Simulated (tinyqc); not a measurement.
From a target wavelength to the width: optical transitions of a finite quantum well. Two cases, with inputs chosen for the exercise.

Problem. Which width puts the e1-hh1 edge, hc/(Eg + e1 + hh1), at the wavelength below?

Each carrier sees a square well of width L with its own depth V and masses m (inside), mb (outside); c = hbar^2/2m0, k = sqrt(m E/c), kappa = sqrt(mb (V - E)/c), and level n solves k L + 2 atan[(k/m)/(kappa/mb)] = n pi. The envelope is cos(kz) for odd n and sin(kz) for even n inside, joins exp(-kappa (|z| - L/2)) outside, and is normalised to 1. Excitons and band mixing are left out.

Constants: hbar^2/2m0 = 3.80998211 eV angstrom^2; hc = 1239.841984 eV nm.

Case 1.

Values chosen (near those of a GaAs well in AlGaAs; the results hold for these values, not for the real material): Eg = 1.494 eV (gap of the well); Vc = 0.146 eV (conduction offset); Vv = 0.076 eV (valence offset); me = 0.0667 m0 (electron, well); meb = 0.0819 m0 (electron, barrier); mh = 0.34 m0 (heavy hole along z, well); mhb = 0.383 m0 (heavy hole, barrier).

edge wavelength = 820.607 nm

Case 2.

Values chosen (near those of a GaAs well in AlGaAs; the results hold for these values, not for the real material): Eg = 1.528 eV (gap of the well); Vc = 0.13 eV (conduction offset); Vv = 0.07 eV (valence offset); me = 0.0655 m0 (electron, well); meb = 0.0803 m0 (electron, barrier); mh = 0.353 m0 (heavy hole along z, well); mhb = 0.412 m0 (heavy hole, barrier).

edge wavelength = 798.165 nm

Find: e1 + hh1 needed; L; e1; hh1.

Solution. Both confinement energies fall steadily with L, so their sum meets the target once; bisection in L finds it.

Case 1.

e1 + hh1 needed = 16.9 meV
L = 159.0 angstrom
e1 = 13.6 meV
hh1 = 3.2 meV

Case 2.

e1 + hh1 needed = 25.4 meV
L = 120.0 angstrom
e1 = 20.4 meV
hh1 = 4.9 meV

Computed by tinyqc, one run a case: `OMP_NUM_THREADS=1 python tinyqc.py N N+1 out.jsonl` with N = 1281773, 1281869; one thread of a shared Intel(R) Xeon(R) Processor @ 2.30GHz, about 0.09 s a run at most.
